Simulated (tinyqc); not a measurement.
Mirror strength against the number of periods: longitudinal sound in a periodic multilayer: transfer matrices, stop bands and folded phonons. Computed by tinyqc, a small Python program. Command: `OMP_NUM_THREADS=1 python tinyqc.py 3004982 3004983 out.jsonl multilayer walk`. One thread of a shared host (Intel(R) Xeon(R) Processor @ 2.30GHz), about 0.01 s of CPU time with the checks.

Layers 1 and 2 repeat with period d = d_1 + d_2; waves travel normal to the layers, without loss. State vector (u, s): displacement u and stress divided by omega. Impedances Z = rho v are in 1e6 kg/(m^2 s).

Inputs (values chosen for the exercise, modelled on silica (layer 1), platinum (layer 2) and silica (substrate)):
```
quantity            value    unit
density rho_1        2.22  g/cm^3
velocity v_1         6050     m/s
thickness d_1         855      nm
density rho_2        21.5  g/cm^3
velocity v_2         4160     m/s
thickness d_2        1400      nm
substrate density    2.23  g/cm^3
substrate velocity   5890     m/s
frequency f          1.07     GHz
```

Method:
- Z = rho v; interface reflection r = (Z_2 - Z_1)/(Z_2 + Z_1) (stress amplitude, from 1 into 2); Bragg frequency f_B = 1/[2 (d_1/v_1 + d_2/v_2)]; long-wave velocity v_eff = d/sqrt[(d_1/v_1)^2 + (d_2/v_2)^2 + (Z_1/Z_2 + Z_2/Z_1)(d_1/v_1)(d_2/v_2)].
- A layer maps (u, s) by [[cos p, sin p/Z], [-Z sin p, cos p]], p = 2 pi f d_i/v_i; one period is M = M_2 M_1, and cos(q d) = trace(M)/2.
- For N periods A = M^N. A wave comes from a thick layer of material 1 and leaves into the substrate (Z_s): transmitted power T = 4 Z_1 Z_s/|Z_1 A_22 + Z_s A_11 - i (Z_1 Z_s A_12 - A_21)|^2, reflected power R = 1 - T.

Bragg frequency f_B = 1.04633 GHz

Z_2 = 89.44

Z_1 = 13.431

Z of the substrate = 13.1347

trace(M)/2 = -2.50398

Transmitted power:
```
N     T at f_B  T at f_B (dB)      T at f
1      0.12567        -9.0078     0.13458
2    0.0055323        -22.571   0.0061713
3   2.3264e-04        -36.333  2.6853e-04
4   9.7637e-06        -50.104  1.1658e-05
6   1.7196e-08        -77.646  2.1969e-08
8   3.0285e-11        -105.19  4.1399e-11
12  9.3937e-17        -160.27  1.4701e-16
16  2.9137e-22        -215.36  5.2204e-22
24  2.8033e-33        -325.52  6.5828e-33
```

At f_B each further period removes 13.77 dB at large N; 99 % reflection needs N = 2 among these rows. At f, in a stop band, T decays as well. Values below about 1e-6 belong to the ideal stack: roughness and scattering into other modes, left out here, set a floor in a real one.
